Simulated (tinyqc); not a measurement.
Inputs raised by 2 %, one at a time: non-radiative capture by multiphonon emission, one effective mode. Computed by tinyqc, a small Python program. Command: `OMP_NUM_THREADS=1 python tinyqc.py 3009203 3009204 out.jsonl capture sens`. One thread of a shared host (Intel(R) Xeon(R) Processor @ 2.30GHz), about 0.04 s of CPU time with the checks.

The initial state (free carrier plus empty centre) lies dE above the final state; both have the same frequency and are displaced by dQ.

Inputs (values chosen for the exercise, with mass, screening and phonons like those of diamond): energy released dE = 0.941 eV; phonon energy hbar omega = 104 meV; Huang-Rhys factor S = 1.18; electron-phonon coupling W = 0.01 eV/(u^(1/2) angstrom); cell volume V = 2240 angstrom^3; degeneracy g = 1; broadening b = 88 meV; carrier mass m = 0.801 m_0; dielectric constant eps = 5.84; temperature T = 200 K; defect density N_t = 1e+14 cm^-3.

Centre: attractive.

Constants: hbar^2/u = 4.18015928e-03 eV angstrom^2; k_B = 8.617333262e-05 eV/K; hbar = 6.582119569e-16 eV s; Ry = 13.605693123 eV; k_B = 1.380649e-23 J/K; m_0 = 9.1093837015e-31 kg.

Method:
- dQ = sqrt(2 S (hbar^2/u)/hbar omega); relaxation energy lambda = S hbar omega; phonons needed P = dE/hbar omega; classical barrier E_b = (dE - lambda)^2/(4 lambda); occupation n = 1/(exp(hbar omega/k_B T) - 1).
- Huang-Rhys weight for a net emission of p phonons: L_p = exp(-S (2n + 1)) ((n + 1)/n)^(p/2) I_p(2 S sqrt(n (n + 1))), I_p the modified Bessel function.
- M_p = sum_m w_m <m_i|Q|(m + p)_f>^2 with Q counted from the final minimum and Boltzmann weights w_m for m = 0..24; <m_i|Q|k_f> = sqrt((hbar^2/u)/(2 hbar omega)) [sqrt(k) <m|k-1> + sqrt(k+1) <m|k+1>], with overlaps of oscillators displaced by d = sqrt(2 S) summed on 1500 points from -16 to 16 + d.
- The delta function is a Gaussian of standard deviation b at dE - p hbar omega.
- C_0 = V (2 pi/hbar) g W^2 sum_p M_p Gaussian_p. The sum runs over the seven p from round(P) - 3 to round(P) + 3; 1 angstrom^3 = 1e-24 cm^3.
- Sommerfeld factor of an attractive centre: s(k) = 2 pi nu/(1 - exp(-2 pi nu)), nu = sqrt(Ry*/E), Ry* = Ry m/eps^2, averaged over (2/sqrt(pi)) sqrt(x) exp(-x) dx with x = E/k_B T = t^2 (trapezoid, t to 6 in steps of 0.01).
- C = s C_0; v = sqrt(3 k_B T/m); sigma = C/v; tau = 1/(C N_t).

Runs; columns: (1) input moved; (2) from; (3) to; (4) capture coefficient C (cm^3/s); (5) cross-section sigma (cm^2); (6) classical barrier E_b (eV); (7) capture time (s):
```
(1)                                                   (2)       (3)         (4)         (5)     (6)        (7)
base run                                                -         -  1.1873e-11  1.1143e-18  1.3640  0.0008423
energy released dE (eV)                             0.941   0.95982  8.6802e-12  8.1465e-19  1.4275  0.0011521
Huang-Rhys factor S                                  1.18    1.2036  1.3343e-11  1.2522e-18  1.3293  0.0007495
electron-phonon coupling W (eV/(u^(1/2) angstrom))   0.01    0.0102  1.2353e-11  1.1593e-18  1.3640  0.0008095
temperature T (K)                                     200       204  1.1776e-11  1.0943e-18  1.3640  0.0008492
carrier mass m (m_0)                                0.801   0.81702  1.1991e-11  1.1366e-18  1.3640  0.0008340
dielectric constant eps                              5.84    5.9568  1.1640e-11  1.0924e-18  1.3640  0.0008591
defect density N_t (cm^-3)                          1e+14  1.02e+14  1.1873e-11  1.1143e-18  1.3640  0.0008257
```

Exponents ln(y'/y) / ln(x'/x):
```
input                       capture coefficient C  cross-section sigma  classical barrier E_b  capture time
energy released dE                        -15.817              -15.817                  2.297        15.817
Huang-Rhys factor S                         5.894                5.894                 -1.303        -5.894
electron-phonon coupling W                  2.000                2.000                  0.000        -2.000
temperature T                              -0.415               -0.915                  0.000         0.415
carrier mass m                              0.500                1.000                  0.000        -0.500
dielectric constant eps                    -1.000               -1.000                  0.000         1.000
defect density N_t                          0.000                0.000                  0.000        -1.000
```

Which inputs matter most for each result?

Among the inputs moved here: capture coefficient C answers most in size to energy released dE (exponent -15.817), next to Huang-Rhys factor S (+5.894); its exponent is below 0.0005 for defect density N_t. Its exponent +2.000 in electron-phonon coupling W: the golden rule, C goes as W^2. Cross-section sigma answers most in size to energy released dE (exponent -15.817), next to Huang-Rhys factor S (+5.894); its exponent is below 0.0005 for defect density N_t. Classical barrier E_b answers most in size to energy released dE (exponent +2.297), next to Huang-Rhys factor S (-1.303); its exponent is below 0.0005 for electron-phonon coupling W, temperature T, carrier mass m, dielectric constant eps, defect density N_t. Capture time answers most in size to energy released dE (exponent +15.817), next to Huang-Rhys factor S (-5.894). Its exponent -1.000 in defect density N_t: tau = 1/(C N_t).

Caution (all rows): the largest term is not the one nearest energy conservation, so C_0 depends strongly on the broadening b. Caution (all rows): the effective Bohr radius is under 10 angstrom, so the effective-mass Sommerfeld factor is rough.

Extremes, crossings and ranges named in words are read from the listed rows.
